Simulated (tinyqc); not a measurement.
Shift against diffusion length: interdiffusion of a quantum well during annealing: blurred potential and shift of the confined levels. Computed by tinyqc, a small Python program. Command: `OMP_NUM_THREADS=1 python tinyqc.py 3025052 3025053 out.jsonl qwi walk`. One thread of a shared host (Intel(R) Xeon(R) Processor @ 2.30GHz), about 0.06 s of CPU time with the checks.

A square well of width w is blurred by Fick diffusion with a constant coefficient; band offsets are linear in composition, masses are uniform, and strain and excitons are ignored.

Inputs (values chosen for the exercise, modelled on GaAs in AlGaAs):

| quantity | value | unit |
|---|---|---|
| well width w | 4.1 | nm |
| electron mass m_e | 0.0642 | m_0 |
| hole mass m_h | 0.402 | m_0 |
| conduction offset V_c | 0.18 | eV |
| valence offset V_v | 0.17 | eV |

Constants: hbar^2/(2 m_0) = 3.80998212 eV angstrom^2.

Method:
- Square well, ground state: take the lowest root of k tan(k w/2) = kappa, k^2 = E/c, kappa^2 = (V - E)/c, c = hbar^2/(2m) with hbar^2/(2 m_0) in eV angstrom^2.
- With L = sqrt(D t) and the share at the centre erf(w/(4L)). After the anneal: V(z) = V {1 - (1/2)[erf((w/2 - z)/(2L)) + erf((w/2 + z)/(2L))]}, energies counted from the original well bottom. Finite differences on 3000 points over |z| < w/2 + 6L + 25 nm; shifts are taken against the same grid with cell-averaged square steps.
- First-order estimate for small L: the shift is 2 L^2 V |d(psi^2)/dz| at an edge, with psi the normalised square-well state: psi^2 = cos^2(k z)/(w/2 + 1/kappa) inside, so |d(psi^2)/dz| = k sin(k w)/(w/2 + 1/kappa).

electron level before the anneal = 88.7079 meV

hole level before the anneal = 29.4050 meV

Shifts (meV):

| L/w | L (nm) | share at the centre | electron | hole | sum | first-order sum |
|---|---|---|---|---|---|---|
| 0.02 | 0.082 | 1 | 0.196 | 0.315 | 0.511 | 0.53896 |
| 0.04 | 0.164 | 1 | 0.759 | 1.204 | 1.963 | 2.1558 |
| 0.07 | 0.287 | 1.00000 | 2.206 | 3.488 | 5.694 | 6.6022 |
| 0.1 | 0.41 | 0.99959 | 4.257 | 6.83 | 11.087 | 13.474 |
| 0.15 | 0.615 | 0.98158 | 8.653 | 14.506 | 23.159 | 30.316 |
| 0.2 | 0.82 | 0.92290 | 13.714 | 23.961 | 37.675 | 53.896 |
| 0.3 | 1.23 | 0.76141 | 23.815 | 43.174 | 66.988 | 121.27 |
| 0.45 | 1.845 | 0.56794 | 36.093 | 65.286 | 101.379 | 272.85 |
| 0.7 | 2.87 | 0.38649 | 49.435 | 87.066 | 136.501 | 660.22 |
| 1 | 4.1 | 0.27633 | 58.881 | 101.076 | 159.957 | 1347.4 |

What follows from these numbers?

The sum grows as L^1.94 between the first rows (L^2, linear in time, in first order) and as L^0.44 between the last, as it bends towards the limit V_c + V_v less the original levels, 231.9 meV. The first-order form is off by +5 % in the first row and +22 % at L/w = 0.1; it needs L well below the decay length 1/kappa. At L/w = 0.2 the hole level has moved by the larger share of its offset (14.1 % for the hole, 7.6 % for the electron). Caution: the well mass is used in the barriers too; a heavier barrier mass would lower these levels.
